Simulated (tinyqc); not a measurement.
Tuning the antireflection layer: standing waves and exposure in a photoresist film.

Normal incidence from air. Unexposed resist: N1 = n1 + i k1 with k1 = (A + B) lam/(4 pi), lam in micrometres. r01 = (1 - N1)/(1 + N1), t01 = 2/(1 + N1). Below the resist lie the layer Na = na + i ka and the substrate Ns = ns + i ks: r12 = (r1a + ras x)/(1 + r1a ras x), x = exp(4 pi i Na da/lam), r1a = (N1 - Na)/(N1 + Na), ras = (Na - Ns)/(Na + Ns). With p = exp(2 pi i N1 d/lam), the field at depth z is E(z) = t01 [exp(2 pi i N1 z/lam) + r12 p^2 exp(-2 pi i N1 z/lam)]/(1 + r01 r12 p^2), the relative intensity I(z) = n1 |E(z)|^2 and the reflectance R = |(r01 + r12 p^2)/(1 + r01 r12 p^2)|^2.

Values chosen for the exercise (a resist on Si, indices near tabulated ones; shifted at random, so the results belong to these values and not to a real crystal):
```
symbol  value  unit          meaning
lam     248    nm            vacuum wavelength
n1      1.756                resist index
A       0.04   1/micrometre  bleachable absorption (Dill A)
B       0.83   1/micrometre  fixed absorption (Dill B)
d       458    nm            resist thickness
ns      1.566                substrate n
ks      3.477                substrate k
na      1.851                n of the bottom antireflection layer
ka      0.354                its k
```

da takes the values listed; the contrast is (Imax - Imin)/(Imax + Imin) over the lowest period of the resist (60 depths).

Results:
```
da (nm)  |r12|^2  contrast
0         0.5165     0.930
10        0.3901     0.879
20        0.2094     0.735
30        0.0832     0.526
40        0.0402     0.389
50        0.0506     0.434
60        0.0727     0.471
75        0.0650     0.451
90        0.0194     0.252
110       0.0023     0.108
140       0.0213     0.262
```

What does the comparison show, and why?

|r12|^2 starts at 0.5165 and is lowest, 0.0023, at 110 nm of those listed, where the contrast is 0.108 against 0.930. The contrast follows 2|r|/(1 + |r|^2), so even |r12|^2 = 0.01 leaves about 0.2. Values below 0.01 occur at 110 nm.

Computed by tinyqc, a small Python program: `OMP_NUM_THREADS=1 python tinyqc.py 1651781 1651782 out.jsonl` (the numbers bound the seed that draws the inputs); one thread of a shared host (Intel(R) Xeon(R) Processor @ 2.30GHz), about 0.01 s for the whole set of steps.
